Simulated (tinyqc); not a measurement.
Inside a calculation. Method: ROHF in the sto-3g basis, for H4, spin multiplicity 3. One step of it, computed by the program tinyqc.

Task: Iteration 1: diagonalisation and new density. Diagonalise F' = X^T F X, C = X C', fill 3 alpha and 1 beta electrons from the bottom; D(s) = C_occ C_occ^T. Each column has its largest component positive (the first on a tie).

effective F (hartree), lower triangle:
```
           1H 1s      2H 1s      3H 1s      4H 1s
1H 1s  -0.308867
2H 1s  -0.494890  -0.308867
3H 1s  -0.173971  -0.141724  -0.308867
4H 1s  -0.141724  -0.173971  -0.494890  -0.308867
```

X, lower triangle:
```
           1H 1s      2H 1s      3H 1s     4H 1s
1H 1s   1.252913
2H 1s  -0.470865   1.252913
3H 1s  -0.063275   0.005752   1.252913
4H 1s   0.005752  -0.063275  -0.470865  1.252913
```

Give: F' = X^T F X; orbital energies; coefficients C; D(alpha) after iteration 1; D(beta) after iteration 1.

Result:

F' = X^T F X (hartree), lower triangle:
```
        1       2       3      4
1   0.048
2  -0.514   0.048
3  -0.131   0.009   0.048
4   0.009  -0.131  -0.514  0.048
```

orbital energies (hartree): MO1 -0.588, MO2 -0.344, MO3 0.421, MO4 0.702

coefficients C:
```
         MO1     MO2     MO3     MO4
1H 1s  0.362   0.420   0.827   0.896
2H 1s  0.362   0.420  -0.827  -0.896
3H 1s  0.362  -0.420   0.827  -0.896
4H 1s  0.362  -0.420  -0.827   0.896
```

D(alpha) after iteration 1, lower triangle:
```
        1H 1s   2H 1s   3H 1s  4H 1s
1H 1s   0.992
2H 1s  -0.377   0.992
3H 1s   0.640  -0.730   0.992
4H 1s  -0.730   0.640  -0.377  0.992
```

D(beta) after iteration 1, lower triangle:
```
       1H 1s  2H 1s  3H 1s  4H 1s
1H 1s  0.131
2H 1s  0.131  0.131
3H 1s  0.131  0.131  0.131
4H 1s  0.131  0.131  0.131  0.131
```
